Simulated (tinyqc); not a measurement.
Harmonic frequencies on the UHF/6-31g surface (energies and gradients from PySCF), for H2-, spin multiplicity 2, step by step. The basis has no diffuse functions, so it cannot describe the extra electron: this is an exercise in the method, not the real anion. Computed by tinyqc, a small Python program that keeps every step (integrals from PySCF). Settings: charge = -1, multiplicity = 2, basis = 6-31g, delta = 0.01. Command: `OMP_NUM_THREADS=1 python tinyqc.py 30913 30914 out.jsonl` (the two numbers bound the seeds that draw the settings). One thread of a shared host (Intel(R) Xeon(R) Processor @ 2.60GHz), about 0.8 s of CPU time with the checks.

## One row of the Hessian: 2Hz

optimised positions (bohr):
```
           x         y          z
1H  0.000000  0.000000  -0.854929
2H  0.000000  0.000000   2.068133
```

gradient at +delta (hartree/bohr):
```
             x           y            z
1H  0.00000000  0.00000000  -0.00017963
2H  0.00000000  0.00000000   0.00017963
```

gradient at -delta (hartree/bohr):
```
             x           y            z
1H  0.00000000  0.00000000   0.00018664
2H  0.00000000  0.00000000  -0.00018664
```

Displace 2Hz by +/-0.01 bohr; H(k, :) = (g(+) - g(-)) / (2 delta).

row of the Hessian (hartree/bohr^2): 1Hx 0.00000000, 1Hy 0.00000000, 1Hz -0.01831333, 2Hx 0.00000000, 2Hy 0.00000000, 2Hz 0.01831333

## Hessian by finite differences

All rows are made in the same way, and the matrix is symmetrised.

Hessian (symmetrised) (hartree/bohr^2), lower triangle:
```
             1Hx          1Hy          1Hz          2Hx          2Hy         2Hz
1Hx  -0.00000060
1Hy   0.00000000  -0.00000060
1Hz   0.00000000   0.00000000   0.01831333
2Hx   0.00000060   0.00000000   0.00000000  -0.00000060
2Hy   0.00000000   0.00000060   0.00000000   0.00000000  -0.00000060
2Hz   0.00000000   0.00000000  -0.01831333   0.00000000   0.00000000  0.01831333
```

## Normal modes

masses (u): 1H 1.007825, 2H 1.007825

Diagonalise H_ij / sqrt(m_i m_j); the 5 smallest eigenvalues belong to translations and rotations; wavenumber = sqrt(eigenvalue / 1822.888) x 219474.63; each mode has its largest component positive (the first on a tie); zero-point energy = sum of wavenumbers / 2, with 349.755 1/cm per kcal/mol.

eigenvalues of the mass-weighted Hessian (hartree/(bohr^2 u)): -0.000001  -0.000001  0.000000  0.000000  0.000000  0.036342

harmonic wavenumbers of the vibrations (1/cm): 980.0

mass-weighted modes:
```
        mode 1
1Hx   0.000000
1Hy   0.000000
1Hz   0.707107
2Hx   0.000000
2Hy   0.000000
2Hz  -0.707107
```

zero-point energy = 1.400930 kcal/mol
